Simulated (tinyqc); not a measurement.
# Voltage drop against the pad pitch

A grid of 17 by 17 nodes with segments Rx (rows) and Ry (columns); every node draws I1 and the central node kh I1; pads with resistance Rp sit at the nodes whose row and column are multiples of the pitch, counting from 0. The drops u = Vdd - V follow from G u = i, with G the conductance matrix and i the load currents, solved directly.

Values chosen for this exercise:
- Vdd = 0.8 V (supply voltage)
- Rx = 0.22 ohm (resistance of a horizontal segment)
- Ry = 0.79 ohm (resistance of a vertical segment)
- Rp = 0.42 ohm (resistance from a pad node to the supply)
- kh = 8 (factor on the load at the hot node)
- I1 = 0.33 mA (load current of a node in the large grid)

Result of one run:

| pitch (nodes) | pads | worst drop (mV) | mean drop (mV) | largest drop at a pad (mV) | largest pad current (mA) | worst drop over Vdd (%) |
|---|---|---|---|---|---|---|
| 16 | 4 | 26.68 | 22.95 | 10.26 | 24.42 | 3.335 |

What becomes of these results when the pad pitch is changed from 16 to 4 nodes, all else the same?

Result of the changed run:

| pitch (nodes) | pads | worst drop (mV) | mean drop (mV) | largest drop at a pad (mV) | largest pad current (mA) | worst drop over Vdd (%) |
|---|---|---|---|---|---|---|
| 4 | 25 | 2.745 | 2.268 | 2.296 | 5.467 | 0.3431 |

The whole series:

| pitch (nodes) | pads | worst drop (mV) | mean drop (mV) | largest drop at a pad (mV) | largest pad current (mA) | worst drop over Vdd (%) |
|---|---|---|---|---|---|---|
| 1 | 289 | 0.3705 | 0.1420 | 0.3705 | 0.8822 | 0.04631 |
| 2 | 81 | 0.8357 | 0.6044 | 0.8357 | 1.990 | 0.1045 |
| 4 | 25 | 2.745 | 2.268 | 2.296 | 5.467 | 0.3431 |
| 8 | 9 | 8.608 | 7.627 | 6.338 | 15.09 | 1.076 |
| 16 | 4 | 26.68 | 22.95 | 10.26 | 24.42 | 3.335 |

The worst drop goes from 0.371 to 26.7 mV while the number of pads falls from 289 to 4; between the last two rows it goes as pitch^(1.63). The largest drop at a pad is 100 % of the worst drop in the first row and 38.4 % in the last; the rest falls along the wires.

Numbers from tinyqc (`OMP_NUM_THREADS=1 python tinyqc.py 2770113 2770114 out.jsonl`; about 0.1 s on one thread of a shared Intel Xeon 2.30GHz).
